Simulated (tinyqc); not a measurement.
Thin film between two gates, subbands and threshold shift from confinement: one step of the calculation.

Undoped body with a flat potential across it, hard walls, transport along x. Three valley pairs (g = 2 each) with the longitudinal mass along x, y or z. Non-parabolicity enters the subband edges through E (1 + al E) = gamma, so E = 2 gamma/(1 + sqrt(1 + 4 al gamma)); motion within a subband is taken as parabolic with the band-edge mass. Energies are counted from the bulk band edge.

Question. Threshold shift. Each subband has N_k = g sqrt(mx my) m0 kB T/(pi hbar^2); without degeneracy n = exp(EF/Vt) sum N_k exp(-E_k/Vt). Classical value Nc times t, Nc = sum over valleys of 2 g (m m0 kB T/(2 pi hbar^2))^1.5 with m = (mx my mz)^(1/3). Threshold shift dVT = Vt ln(classical value/sum N_k exp(-E_k/Vt)). Use the subbands listed.

Parameters, values chosen for the exercise; masses close to those of silicon: temperature T = 400 K; longitudinal mass ml = 0.91 m0; transverse mass mt = 0.192 m0; film thickness (along z) t = 9.4 nm.

Constants: q = 1.602176634e-19 C, kB = 1.380649e-23 J/K, hbar = 1.054571817e-34 J s, m0 = 9.1093837015e-31 kg, Vt = kB T/q. Results are converted to the units shown.

```
subband      E_k (eV)   N_k (cm^-2)
z1       0.0043821505  5.5291873e12
z2        0.017415361  5.5291873e12
x1        0.020602837  1.2037364e13
y1        0.020602837  1.2037364e13
z3        0.038774056  5.5291873e12
z4        0.067958833  5.5291873e12
```

Wanted: shares; sum N_k exp(-E_k/Vt); Nc; classical value; dVT.

Answer.

shares, subband z1 to z4 (%): 20.277  13.893  27.574  27.574  7.476  3.206
sum N_k exp(-E_k/Vt) = 2.4013e13 cm^-2
Nc = 4.2457e19 cm^-3
classical value = 3.9910e13 cm^-2
dVT = 17.511 mV

Numbers from tinyqc (`OMP_NUM_THREADS=1 python tinyqc.py 2350025 2350026 out.jsonl`; about 0.06 s on one thread of a shared Intel Xeon 2.30GHz).
